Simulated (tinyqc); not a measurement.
Temperature and repopulation: deformation-potential model of the Delta valleys of a conduction band.

Valleys with axes along x, y and z, each a pair at +k and -k. Herring-Vogt shift of a valley with unit axis a: dE = Xd tr(e) + Xu a.e.a. Non-degenerate shares n_i = exp(-dE_i/kT)/sum_j exp(-dE_j/kT). Inverse mass tensor of a valley: (1 - a a)/mt + a a/ml; the masses are taken as independent of strain.

s11 = (C11 + C12)/((C11 - C12)(C11 + 2 C12)), s12 = -C12/((C11 - C12)(C11 + 2 C12)), s44 = 1/C44; exx = s11 sxx + s12 (syy + szz) and cyclic, exy = s44 sxy/2; tension is positive. A uniaxial stress X along the unit vector n is s_ij = X n_i n_j.

Constants: kB = 8.617333262e-05 eV/K.

Parameters, chosen for this exercise (near those of Si; not measured data):
- ml = 0.943 m0 (longitudinal mass)
- mt = 0.191 m0 (transverse mass)
- Xd = 1.06 eV (dilation potential)
- Xu = 9.64 eV (uniaxial potential)
- C11 = 170.2 GPa
- C12 = 63.6 GPa
- C44 = 78.7 GPa
- load = uniaxial [110] (kind of stress)
- X = -0.3 GPa (stress)

The load is fixed; m_c along [001] as 1/(u.M.u).

Results:
```
T (K)  kT (meV)    n x    n y    n z  m_c (m0)
50         4.31  0.489  0.489  0.021    0.1943
77         6.64  0.470  0.470  0.061    0.2007
150       12.93  0.426  0.426  0.149    0.2168
225       19.39  0.401  0.401  0.199    0.2270
400       34.47  0.374  0.374  0.252    0.2391
500       43.09  0.366  0.366  0.267    0.2428
```

Give the missing row, T (K) = 300.

Computed row:
```
T (K)  kT (meV)    n x    n y    n z  m_c (m0)
300       25.85  0.386  0.386  0.228    0.2335
```

The largest share falls from 0.489 at 50 K to 0.366 at 500 K (equal shares: 0.333); m_c goes from 0.1943 to 0.2428, against 0.2602 without stress. Only spread/kT enters, so the small-stress response goes as 1/T.

Program tinyqc; command `OMP_NUM_THREADS=1 python tinyqc.py 1081091 1081092 out.jsonl`; about 0.04 s on one thread of a shared Intel(R) Xeon(R) Processor @ 2.30GHz.
